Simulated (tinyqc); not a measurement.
Worked calculation: classical nucleation, growth and JMAK kinetics of crystallisation from a melt or glass. Computed by tinyqc, a small Python program that keeps every step. Command: `OMP_NUM_THREADS=1 python tinyqc.py 3021977 3021978 out.jsonl nucl walk`. One thread of a shared host (Intel(R) Xeon(R) Processor @ 2.30GHz), about 0.01 s of CPU time with the checks. Intermediate numbers are printed to about 5 digits and carried at full precision; extremes and crossings named in words are read from the listed rows.

A spherical nucleus cap on a flat wall with a sharp interface of isotropic energy gamma; lambda = Omega^(1/3) is the jump distance.

Inputs (values chosen for the exercise, for a model substance):
```
quantity                        value        unit
melting point T_m                1740           K
heat of melting per volume H     1510      J/cm^3
interface energy gamma          0.111       J/m^2
atomic volume Omega                17  angstrom^3
temperature T                    1413           K
diffusion prefactor D0        8.3e-07       m^2/s
activation energy Q              2.99          eV
contact angle theta                50     degrees
wall area per volume S_v        27000         1/m
time t                        2.4e-06           s
```

Nucleation: on a flat wall. Driving force: Turnbull (linear).

Constants: e = 1.602176634e-19 C; k_B = 1.380649e-23 J/K; k_B = 8.617333262e-05 eV/K.

## Critical nucleus

Driving force per volume: dG = H (T_m - T)/T_m. Shape factor f = (2 + cos theta)(1 - cos theta)^2/4. W(r) = f [4 pi r^2 gamma - (4/3) pi r^3 dG]; r* = 2 gamma/dG; W* = f 16 pi gamma^3/(3 dG^2); n* = f (4/3) pi r*^3/Omega.

driving force dG = 283.78 J/cm^3

shape factor f = 0.084305

critical radius r* = 0.78231 nm

barrier W* = 0.14973 eV

atoms in the nucleus n* = 9.9455

W*/(k_B T) = 1.2297

The wall leaves r* unchanged and cuts the barrier to 8.4 % of the homogeneous value. W* equals n* Omega dG/2 = 0.150 eV. Caution: with under 20 atoms in the nucleus or a barrier under 10 k_B T the capillary model is only a guide.

## Steady nucleation rate

D = D0 exp(-Q/(k_B T)); attachment rate k+ = (A*/lambda^2) D/lambda^2 with A* = 2 pi r*^2 (1 - cos theta); Zeldovich factor Z = sqrt(W*/(3 pi k_B T))/n*; sites per volume N = S_v/lambda^2; I = N Z k+ exp(-W*/(k_B T)); lag time = 1/(4 pi Z^2 k+).

diffusivity D = 1.7971e-17 m^2/s

attachment rate k+ = 5647.3 1/s

Zeldovich factor Z = 0.036319

sites N = 4.0838e+23 1/m^3

nucleation rate I = 2.4490e+25 1/(m^3 s)

lag time = 0.010683 s

A rise of gamma by 5 % would change I by a factor of about exp(-W*/(k_B T) (1.05^3 - 1)) = 0.82.

## Growth velocity

Growth (Wilson-Frenkel): u = (D/lambda) [1 - exp(-dG Omega/(k_B T))]. D = D0 exp(-Q/(k_B T)).

growth velocity u = 1.5312e-08 m/s

## Fraction transformed and grain size

JMAK with steady nucleation and growth, nuclei spread at random: extended fraction X_e = (pi/3) I u^3 t^4, X = 1 - exp(-X_e); t_X = [-3 ln(1 - X)/(pi I u^3)]^(1/4); final grains per volume = Gamma(5/4) (3/pi)^(1/4) (I/u)^(3/4), Gamma(5/4) = 0.9064024771. Grain size = (grains per volume)^(-1/3).

extended fraction = 3.0548e-21

fraction X at t = 3.0548e-21

half time t_0.5 = 0.29456 s

grains per volume = 7.1661e+24 1/m^3

grain size = 0.0051869 micrometre

t is 8.1e-6 half times: nearly nothing has crystallised. Caution: grains come out smaller than the spacing of the walls, so nuclei are not spread at random as JMAK assumes.

## Nose of the time-temperature curve

JMAK with steady nucleation and growth, nuclei spread at random: extended fraction X_e = (pi/3) I u^3 t^4, X = 1 - exp(-X_e); t_X = [-3 ln(1 - X)/(pi I u^3)]^(1/4); final grains per volume = Gamma(5/4) (3/pi)^(1/4) (I/u)^(3/4), Gamma(5/4) = 0.9064024771. The nose is the T between 0.3 and 0.97 T_m where I u^3 is largest; the time is for X = 1e-6, and the critical cooling rate is estimated as (T_m - T_nose)/t_nose.

nose temperature = 1560.9 K

nose time = 0.0030346 s

critical cooling rate = 59007 K/s

The nose lies at 0.90 T_m. Rapid quenching of thin ribbons or droplets could reach this. Caution: at the nose the nucleus has under 20 atoms or the barrier is under 10 k_B T, so the result is only a guide. Caution: at the nose the lag time is not small against the nose time, so steady nucleation overstates the critical cooling rate.

## Nucleation and growth against temperature

Grain size = (grains per volume)^(-1/3). Rows are kept where W*/(k_B T) < 70.

Rates:
```
T (K)  W*/(k_B T)  I (1/(m^3 s))     u (m/s)   t_0.5 (s)  grain size (micrometre)
870        0.2821     1.7771e+19  1.0128e-14  4.3513e+05                 0.005068
957        0.3167     6.1463e+20  3.3764e-13  1.2933e+04                 0.005022
1044       0.3674     1.1478e+22  6.0567e-12  7.1376e+02                 0.004972
1131       0.4429     1.3182e+23  6.7044e-11  6.3891e+01                 0.004926
1218       0.5598     1.0111e+24  5.0376e-10  8.4593e+00                 0.004901
1305       0.7524     5.3823e+24  2.7446e-09  1.5617e+00                 0.004929
1392       1.1021     1.9353e+25  1.1313e-08  3.9205e-01                 0.005100
1479       1.8441     3.8739e+25  3.5933e-08  1.3853e-01                 0.005724
1549       3.2879     2.5793e+25  7.4514e-08  8.8745e-02                 0.007605
1601       6.0064     3.4648e+24  1.1070e-07  1.0893e-01                 0.013868
```

Among these rows I peaks at 1479 K, u at 1601 K and the change is fastest at 1549 K, between the two. Growth has no barrier W*, so it peaks nearer T_m than nucleation. The grain size goes as (u/I)^(1/4), from 0.0051 micrometre at the lowest T to 0.014 at the highest. Caution: in the coldest rows the nucleus has under 20 atoms or the barrier is under 10 k_B T, where the capillary model and steady rates are only a guide.

Checks made by the program: r* and W* against a numerical maximum of W(r) (relative difference 3e-10).
